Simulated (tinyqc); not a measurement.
Comparisons within one model: band folding and unfolding in a supercell of a chain. A value that a table varies takes the place of the one given here.

A chain with hopping -t and n = 4 sites a supercell. H(K) has v_j on the diagonal, -t between neighbours and -t exp(2 pi i K) on the bond that closes the cell (from the last site to the first of the next cell). The point K holds the n wave vectors k_m = (K + m)/n of the primitive zone, in 2 pi/a, m = 0 to n - 1, with E0 = -2t cos(2 pi k_m). The unfolding weight of a state c on k_m is |sum_j c_j exp(-2 pi i k_m j)|^2/n, j = 0 to n - 1.

Values chosen for the exercise:

| symbol | value | unit | meaning |
|---|---|---|---|
| t | 0.84 | eV | hopping |
| v | (-0.6, -0.6, 0.6, 0.6) | eV | site energies in the supercell |
| Kq | 0.25 | 2 pi/(n a) | wave vector in the small zone |

## Minigaps against first-order theory

Gap i lies between minibands i and i + 1, at K = 1/2 for odd i and K = 0 for even i, where k = +/- i/(2n) are degenerate; first order gives 2|V_i|, the Fourier component V_q = (1/n) sum_j v_j exp(-2 pi i q j/n) for q equal to the number of the gap. Computed for the potential at full and at half strength.

Gaps (eV):

| i | E0 at the crossing | 2\|V_i\| | gap | gap at half strength |
|---|---|---|---|---|
| 1 | -1.1879 | 0.8485 | 0.7935 | 0.4175 |
| 2 | 0.0000 | 0.0000 | 0.3846 | 0.1039 |
| 3 | 1.1879 | 0.8485 | 0.7935 | 0.4175 |

Halving the potential about halves gaps 1 and 3, the scaling of first order. For i = 2 the first-order term is below 1 meV and the gap opens at higher order (full over half strength: 3.7). The largest miss of first order is 385 meV, at i = 2; the potential spans 1.43 t.

## From folded lines to real minibands

The potential is scaled by x. For the lowest level at K: energy, second-order estimate E0(k_0) + x V_0 - x^2 sum_m |V_m|^2/(E0(k_m) - E0(k_0)), weight on k_0, and width of the lowest miniband between K = 0 and 1/2.

Lowest level:

| x | E (eV) | second order (eV) | weight on k_0 | miniband width (eV) |
|---|---|---|---|---|
| 0.00 | -1.5521 | -1.5521 | 1.000 | 0.4921 |
| 0.25 | -1.5694 | -1.5696 | 0.985 | 0.3949 |
| 0.50 | -1.6184 | -1.6221 | 0.946 | 0.3159 |
| 1.00 | -1.7859 | -1.8321 | 0.851 | 0.2052 |
| 1.50 | -2.0082 | -2.1821 | 0.774 | 0.1389 |
| 2.00 | -2.2585 | -2.6720 | 0.719 | 0.0986 |
| 3.00 | -2.7992 | -4.0719 | 0.651 | 0.0559 |
| 4.00 | -3.3652 | -6.0318 | 0.613 | 0.0356 |

Second order is -46.2 meV off at x = 1 and -1273 meV at x = 3. The weight on the parent k falls to 0.85 at x = 1 and 0.61 at x = 4, and the miniband narrows from 0.492 to 0.036 eV as the state gathers on the low sites. While the weight stays near one the primitive band is still the right picture and the folded copies carry little spectral weight.

## What each change does

The two lowest levels at K and the weight of the lowest on k_0. Each row changes one parameter from the base and keeps the others.

Results:

| case | level 1 (eV) | level 2 (eV) | weight |
|---|---|---|---|
| base | -1.7859 | -0.5940 | 0.8512 |
| t = 0.924 eV | -1.9253 | -0.6544 | 0.8678 |
| v = (0.6, 0.6, -0.6, -0.6) eV | -1.7859 | -0.5940 | 0.8512 |
| Kq = 0.375 2 pi/(n a) | -1.7073 | -0.7922 | 0.7336 |

The largest shifts from the base row, up to three for each result and ties (the steps differ in size, so this ranks the rows, not the parameters). level 1 (eV): t -0.1394, Kq +0.0787; unchanged at the printed digits by v. level 2 (eV): Kq -0.1983, t -0.0604; unchanged at the printed digits by v. weight: Kq -0.1175, t +0.0167; unchanged at the printed digits by v.

Computed by tinyqc, a small Python program: `OMP_NUM_THREADS=1 python tinyqc.py 1482506 1482507 out.jsonl` (the numbers bound the seed that draws the inputs); one thread of a shared host (Intel(R) Xeon(R) Processor @ 2.30GHz), about 0.01 s for the whole set of steps.
